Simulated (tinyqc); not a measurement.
# Worked calculation: threshold-voltage variability of a planar MOSFET, analytic estimates

tinyqc, about 0.01 s, one thread, Intel Xeon 2.30GHz (shared host): `OMP_NUM_THREADS=1 python tinyqc.py 2090122 2090123 out.jsonl` Printed values are rounded.

Three independent sources add in quadrature: random dopants in the depleted layer, metal-gate grains of two orientations, and roughness of the two gate edges acting through the roll-off VT = VT(long) - Vr exp(-L/l). These are first-order estimates: no three-dimensional electrostatics, no percolation.

Values chosen for this exercise; material values those of a made-up semiconductor: temperature T = 273 K; band gap Eg = 1.2 eV; relative permittivity of the semiconductor eps_r = 10.6; conduction-band density of states at T Nc = 1.94e19 cm^-3; valence-band density of states at T Nv = 1.81e19 cm^-3; channel doping Na = 5.5e17 cm^-3; oxide-equivalent thickness in inversion ti = 1.7 nm; gate length L = 65 nm; gate width W = 81 nm; metal grain size G = 4 nm; work-function difference of the two grain orientations dW = 0.3 eV; share of the orientation of higher work function p = 0.3; rms roughness of one gate edge De = 1.2 nm; correlation length of the roughness La = 30 nm; decay length of the threshold roll-off l = 15 nm; prefactor of the roll-off Vr = 2.5 V; subthreshold factor n = 1.43; gm/I of a matched pair gI = 5 1/V; spread of the gain factor of one device sb = 1.4 %; number of cells Nb = 1048576; wanted yield Y = 0.998.

Constants: q = 1.602176634e-19 C, kB = 1.380649e-23 J/K, Vt = kB T/q, eps0 = 8.8541878128e-14 F/cm where lengths are in cm. Results are converted to the units shown.

## Random dopants

ni = sqrt(Nc Nv) exp(-Eg/(2 Vt)), Eg in volts; Cox = 3.9 eps0/ti; Wd = sqrt(4 eps0 eps_r Vt ln(Na/ni)/(q Na)); dopants: s1 = (q/Cox) sqrt(Na Wd/(3 L W)). The slope A1 = s1 sqrt(L W); mean number of dopants Na L W Wd.

Cox = 2.03125 uF/cm^2
Wd = 46.9313 nm
mean number of dopants = 135.901
A1 = 0.731641 mV um
s1 = 10.0832 mV

Counting alone, 1/sqrt(N) of the depletion voltage q Na Wd/Cox = 204 mV, would give sqrt(3) times more: dopants deep in the layer act less on the surface.

## Metal grains and edge roughness

Grains: Ng = L W/G^2 (at least 1), s2 = dW sqrt(p (1 - p)/Ng). Edges, with exponential correlation and u = W/La: the mean gate length has sL^2 = 2 De^2 (2/u)[1 - (1 - exp(-u))/u]; s3 = sL (Vr/l) exp(-L/l).

Ng = 329.062
s2 = 7.57865 mV
sL = 1.18166 nm
dVT/dL = 2.18729 mV/nm
s3 = 2.58462 mV

## Total spread, mismatch and leakage

s = sqrt(s1^2 + s2^2 + s3^2). For a pair: s(dVT) = sqrt(2) s; current mismatch sqrt(2) sqrt((gI s)^2 + sb^2); input offset = current mismatch/gI. For a Gaussian VT the off current is log-normal with mean/median = exp(s^2/(2 (n Vt)^2)).

s = 12.8758 mV
s(dVT) = 18.2092 mV
current mismatch = 9.31739 %
input offset = 18.6348 mV
mean/median of Ioff = 1.07599

The dopants give 61.3 % of the variance; without them s would be 8.01 mV.

## Iteration 1: margin in standard deviations for the wanted yield

k at the start = 4

Cells fail independently with probability Q(k) = erfc(k/sqrt(2))/2 when the margin is k standard deviations, and Y = exp(-Nb Q(k)). phi = exp(-k^2/2)/sqrt(2 pi). Newton steps on ln Q(k) = ln(-ln(Y)/Nb): k(new) = k + [ln Q - ln(-ln(Y)/Nb)] Q/phi.

Q(k) = 3.16712e-5
phi = 1.33830e-4
k after iteration 1 = 6.29942

## Iteration 2: margin in standard deviations for the wanted yield

As before.

Q(k) = 1.49380e-10
phi = 9.63652e-10
k after iteration 2 = 5.90445

## Course of the iteration: margin in standard deviations for the wanted yield

Stop when k changes by less than 1e-9, or after 30 iterations.

Course of the iteration:
```
iteration        k  |change|
1          6.29942      2.30
2          5.90445     0.395
3          5.89188    0.0126
4          5.89187   1.27e-5
5          5.89187  1.30e-11
```

Converged in 5 iterations. At the end the number of correct digits about doubles with each step. With s(dVT) = 18.2 mV, 5.89 standard deviations are 107 mV.
